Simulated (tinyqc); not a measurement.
On-chip interconnect, size-dependent resistivity and RC delay: one step of the calculation.

A rectangular line between two neighbours and two ground planes. Surface and grain-boundary scattering are added to the bulk resistivity as corrections; capacitances are parallel-plate values without fringing; inductance is ignored.

Problem. Node voltages after a time step. A 1 V step is applied behind Rd at t = 0. C dv/dt = -G v + b, with G the conductance matrix of the ladder (1/Rs between neighbours, 1/Rd added at node 0) and b = (1 V/Rd, 0, ...). Trapezoidal step: (C/dt + G/2) v(new) = (C/dt - G/2) v + b.

Inputs (values chosen for the exercise): driver resistance Rd = 3800 ohm; time step dt = 8.4 ps.

Rs = 34.350576 ohm
C, node 0 to 6 (fF): [0.63081104, 1.2616221, 1.2616221, 1.2616221, 1.2616221, 1.2616221, 5.3308110]
v at t = 1 dt, node 0 to 6 (V): [0.20830181, 0.19318021, 0.18005192, 0.16878149, 0.15925262, 0.15136698, 0.14504322]

Give: v at t = 2 dt.

Solution.

v at t = 2 dt, node 0 to 6 (V): [0.2935, 0.2955, 0.2965, 0.2970, 0.2970, 0.2968, 0.2965]

Numbers from tinyqc (`OMP_NUM_THREADS=1 python tinyqc.py 2100164 2100165 out.jsonl`; about 0.01 s on one thread of a shared Intel Xeon 2.30GHz).
